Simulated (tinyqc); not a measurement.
# From one set of inputs to another, one input at a time

Model: admittance spectroscopy and thermally stimulated current of one trap level in a depletion layer. Computed by tinyqc, a small Python program. Command: `OMP_NUM_THREADS=1 python tinyqc.py 3111432 3111433 out.jsonl admit ladder`. One thread of a shared host (Intel(R) Xeon(R) Processor @ 2.30GHz), about 0.01 s of CPU time with the checks.

A Schottky junction on n-type material holds one donor-like electron trap; shallow donors are fully ionised and abrupt depletion edges are assumed.

The inputs printed are set A. Set A is modelled on n-type GaAs; the values taken over come from a set modelled on n-type silicon. Inputs not listed in the table keep their values of set A, so the rows need not describe a real material.

Inputs (values chosen for the exercise, modelled on n-type GaAs):
```
quantity                         value    unit
dielectric constant eps           12.9       -
density-of-states mass m        0.0693     m_0
shallow doping N               9.8e+16  1/cm^3
trap density N_t               3.3e+15  1/cm^3
trap depth E_t below the band     0.28      eV
capture cross section sigma    1.6e-15    cm^2
band bending V_b                     1       V
test frequency f                700000      Hz
heating rate beta                 0.19     K/s
```

Constants: k_B = 1.380649e-23 J/K; m_0 = 9.1093837015e-31 kg; h = 6.62607015e-34 J s; k_B = 8.617333262e-05 eV/K; eps_0 = 8.8541878128e-12 F/m; e = 1.602176634e-19 C.

Method:
- N_c = 2 (2 pi m k_B T/h^2)^(3/2), v_th = sqrt(3 k_B T/m), emission rate e_n = sigma v_th N_c exp(-E_t/(k_B T)).
- Where the level crosses the Fermi level capture equals emission, so the trap follows the signal with the rate 2 e_n; G/omega peaks at omega = 2 e_n (the correction for large N_t/N is left out).
- Solve 2 e_n(T_p) = 2 pi f.
- With E_c - E_F = k_B T_p ln(N_c/N): lambda = sqrt(2 eps eps_0 (E_t - (E_c - E_F))/(e^2 N)); traps are empty and charged for x < x_t = w - lambda, and V_b = e (N w^2 + N_t x_t^2)/(2 eps eps_0). High frequency: C_hf = eps eps_0/w. Low frequency: C_lf = eps eps_0 (N + N_t)/(N w + N_t x_t).
- Thermally stimulated current without retrapping: filled share n(T) = exp(-(1/beta) int e_n dT), current proportional to e_n n; the peak obeys beta (E_t/(k_B T^2) + 2/T) = e_n(T). The integral starts at 0.5 T_m and uses 4000 trapezoid steps to 1.2 T_m.
- Chen's first-order estimate from the full width W = T_2 - T_1 between the half-height points: E = 2.52 k_B T_m^2/W - 2 k_B T_m.

Each row keeps all changes above it:
```
input moved                            from       to  peak temperature T_p (K)  peak temperature T_m (K)  C_hf (nF/cm^2)
set A                                     -        -                    331.53                    126.62          95.118
trap depth E_t below the band (eV)     0.28    0.176                    226.06                     83.51          95.275
heating rate beta (K/s)                0.19     0.18                    226.06                     83.35          95.275
trap density N_t (1/cm^3)           3.3e+15  7.4e+15                    226.06                     83.35          95.981
band bending V_b (V)                      1      1.1                    226.06                     83.35          91.589
test frequency f (Hz)                700000   300000                    209.84                     83.35          91.571
shallow doping N (1/cm^3)           9.8e+16  8.3e+16                    209.84                     83.35          84.496
density-of-states mass m (m_0)       0.0693     1.11                    169.13                     75.90          84.824
```

Which inputs carry the difference?

Peak temperature T_p goes from 332 to 169, a factor 0.510 in all. The largest single move comes from trap depth E_t below the band (a factor 0.682). Peak temperature T_m goes from 127 to 75.9, a factor 0.599 in all. The largest single move comes from trap depth E_t below the band (a factor 0.660). C_hf goes from 95.1 to 84.8, a factor 0.892 in all. The largest single move comes from shallow doping N (a factor 0.923). The single moves hold for this order of the switches; the total does not depend on the order.

Extremes, crossings and ranges named in words are read from the listed rows.
